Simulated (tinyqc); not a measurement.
Thermal and gravitational stress in a wafer during furnace and rapid thermal processing, and the onset of slip: one step, computed by the program tinyqc. Command: `OMP_NUM_THREADS=1 python tinyqc.py 3000946 3000947 out.jsonl slip walk`. One thread of a shared host (Intel(R) Xeon(R) Processor @ 2.30GHz), about 0.01 s of CPU time with the checks.

A thin free disc in plane stress, isotropic; T(r) = T_centre + dT (r/R)^n. Stress is positive in tension; sigma_SB = 5.670374419e-8 W/(m^2 K^4), g = 9.80665 m/s^2.

Question. Thermal stress. With x = r/R: s_rr = alpha E dT (1 - x^n)/(n + 2), s_tt = alpha E dT [1 - (n + 1) x^n]/(n + 2).

Inputs (values chosen for the exercise, for a model wafer): Young's modulus E = 158 GPa; expansion alpha = 4.22 1e-6/K; edge less centre temperature dT = 33 K; exponent n of the profile = 16.

Temperature profile: edge zone, power law.

Give: Temperature and stresses at r/R = 0, 0.3, 0.5, 0.7, 0.8, 0.9, 0.95, 1; hoop stress at the edge; r/R where s_tt = 0.

Answer.

Temperature and stresses at r/R = 0, 0.3, 0.5, 0.7, 0.8, 0.9, 0.95, 1:
```
r/R   T - T_centre (K)  s_rr (MPa)  s_tt (MPa)
0.00              0.00       1.222        1.22
0.30              0.00       1.222        1.22
0.50              0.00       1.222        1.22
0.70              0.11       1.218        1.15
0.80              0.93       1.188        0.64
0.90              6.11       0.996       -2.63
0.95             14.52       0.684       -7.92
1.00             33.00       0.000      -19.56
```

hoop stress at the edge = -19.56 MPa

r/R where s_tt = 0 = 0.8377

The hot edge is squeezed; the edge stress is n times that at the centre in size.
